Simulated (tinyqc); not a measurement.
Plane-wave Kohn-Sham cycle with exchange-only LDA in a layered model solid, step by step. One step of it, computed by the program tinyqc.

Question. Iteration 2: levels at that k. Diagonalise the Hermitian matrix.

H (hartree), order -3, -2, -1, +0, +1, +2, +3:
```
[[1.202789, -0.025228, 0.011542, -0.001006, 0.000377, -0.000030, 0.000240],
 [-0.025228, 0.429854, -0.025228, 0.011542, -0.001006, 0.000377, -0.000030],
 [0.011542, -0.025228, -0.033907, -0.025228, 0.011542, -0.001006, 0.000377],
 [-0.001006, 0.011542, -0.025228, -0.188494, -0.025228, 0.011542, -0.001006],
 [0.000377, -0.001006, 0.011542, -0.025228, -0.033907, -0.025228, 0.011542],
 [-0.000030, 0.000377, -0.001006, 0.011542, -0.025228, 0.429854, -0.025228],
 [0.000240, -0.000030, 0.000377, -0.001006, 0.011542, -0.025228, 1.202789]]
```

Give: eigenvalues.

Answer.

eigenvalues (hartree): [-0.1960, -0.0468, -0.0170, 0.4299, 0.4314, 1.2035, 1.2040]
